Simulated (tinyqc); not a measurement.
Capacitances against the line height.

Endless row of lines of width wl, height tl and space sl between grounded planes at distance hd; e2 fills the gaps beside the lines, e1 the rest. Laplace's equation is solved on meshes of 3, 6 and 12 steps per unit u and extrapolated (Aitken), which is good to about 0.2 %. C_even (all lines at 1 V) is the capacitance Cg to the planes; C_odd (neighbours in antiphase) = Cg + 4 Cc if only nearest neighbours couple, which defines Cc; total with quiet neighbours Cg + 2 Cc. Plate values 2 eps0 e1 wl/hd and eps0 e2 tl/sl.

Inputs (values chosen for the exercise):
```
symbol,value,unit,meaning
e1,2.7,,relative permittivity above and below the lines
e2,3.9,,relative permittivity between the lines
wl,4,u,"line width, in units u"
sl,8,u,space between lines
hd,4,u,distance to each plane
```

Constants: eps0 = 8.8541878128e-12 F/m. Results are converted to the units shown.

The same in every row: plate Cg (aF/um) = 47.8.

Result of one run:
```
tl (u),Cg (aF/um),Cc (aF/um),Cg + 2 Cc (aF/um),C_odd (aF/um),plate Cc (aF/um),"share of coupling, 2 Cc/(Cg + 2 Cc) (%)"
12,121,47.0,215,310,51.8,43.6
```

What becomes of these results when the line height tl is changed from 12 to 8 u, all else the same?

Result of the changed run:
```
tl (u),Cg (aF/um),Cc (aF/um),Cg + 2 Cc (aF/um),C_odd (aF/um),plate Cc (aF/um),"share of coupling, 2 Cc/(Cg + 2 Cc) (%)"
8,121,30.0,181,240,34.5,33.2
```

The whole series:
```
tl (u),Cg (aF/um),Cc (aF/um),Cg + 2 Cc (aF/um),C_odd (aF/um),plate Cc (aF/um),"share of coupling, 2 Cc/(Cg + 2 Cc) (%)"
2,109,6.59,123,136,8.63,10.7
4,116,13.7,144,171,17.3,19.1
6,119,21.6,163,206,25.9,26.6
8,121,30.0,181,240,34.5,33.2
12,121,47.0,215,310,51.8,43.6
16,122,64.2,250,379,69.1,51.4
```

As tl goes from 2 to 16, Cg rises from 109 to 122 aF/um, Cc rises from 6.59 to 64.2 aF/um and the share of coupling rises from 10.7 to 51.4 %. Cg is 2.29 times its plate value in the first row and 2.54 times in the last; for Cc the ratios are 0.763 and 0.930. Neighbours in antiphase raise the load by a factor of 1.11 and 1.51 over quiet ones.

Program tinyqc, `OMP_NUM_THREADS=1 python tinyqc.py 2790223 2790224 out.jsonl`; Intel Xeon 2.30GHz, shared host, one thread, about 0.9 s.
